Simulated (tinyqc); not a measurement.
## Junction parameters from two forward currents

Problem. D(v) = J1 (exp(v/Vt) - 1) + J2 (exp(v/(2 Vt)) - 1). Find J1, J2 and the voltage 2 Vt ln(J2/J1) near which both parts are equal.

Parameters, values chosen for the exercise:
- T = 358 K (temperature)

Constants: q = 1.602176634e-19 C, kB = 1.380649e-23 J/K, Vt = kB T/q. Results are converted to the units shown.

junction voltages (V): 0.31  0.67
currents (uA/um): 6.5666708e-7  0.0028141138

Solution. The current is linear in J1 and J2, so two points give two equations.

J1 = 9.60e-13 uA/um
J2 = 4.20e-9 uA/um
crossover = 0.517 V

Computed by the program tinyqc: `OMP_NUM_THREADS=1 python tinyqc.py 2182023 2182024 out.jsonl`, one thread of a shared Intel Xeon 2.30GHz, about 0.2 s for the whole run.
